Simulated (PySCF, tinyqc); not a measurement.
Inside a calculation. Method: FCI on RHF in the sto-6g basis, for H4, spin multiplicity 1. The lowest restricted solution is unstable here: a spin-polarised one lies 0.1048 hartree lower (PySCF). One step of it, computed by the program tinyqc.

Problem. Iteration 2 (converged): orbitals. Diagonalise F' = X^T F X, C = X C', fill 2 alpha and 2 beta electrons from the bottom; D = 2 C_occ C_occ^T. Each column has its largest component positive (the first on a tie).

converged F (hartree), lower triangle:
```
           1H 1s      2H 1s      3H 1s      4H 1s
1H 1s  -0.309050
2H 1s  -0.352725  -0.309050
3H 1s  -0.509210  -0.304687  -0.309050
4H 1s  -0.304687  -0.509210  -0.352725  -0.309050
```

X:
```
               1          2          3         4
1H 1s   0.877802   0.590967   0.575172  0.336792
2H 1s  -0.877802   0.590967  -0.575172  0.336792
3H 1s  -0.877802  -0.590967   0.575172  0.336792
4H 1s   0.877802  -0.590967  -0.575172  0.336792
```

Give: F' = X^T F X; orbital energies; coefficients C; D after iteration 2.

Solution.

F' = X^T F X (hartree), lower triangle:
```
       1      2       3       4
1  0.765
2  0.000  0.213
3  0.000  0.000  -0.213
4  0.000  0.000   0.000  -0.670
```

orbital energies (hartree): MO1 -0.670, MO2 -0.213, MO3 0.213, MO4 0.765

coefficients C:
```
         MO1     MO2     MO3     MO4
1H 1s  0.337   0.575   0.591   0.878
2H 1s  0.337  -0.575   0.591  -0.878
3H 1s  0.337   0.575  -0.591  -0.878
4H 1s  0.337  -0.575  -0.591   0.878
```

D after iteration 2, lower triangle:
```
        1H 1s   2H 1s   3H 1s  4H 1s
1H 1s   0.889
2H 1s  -0.435   0.889
3H 1s   0.889  -0.435   0.889
4H 1s  -0.435   0.889  -0.435  0.889
```
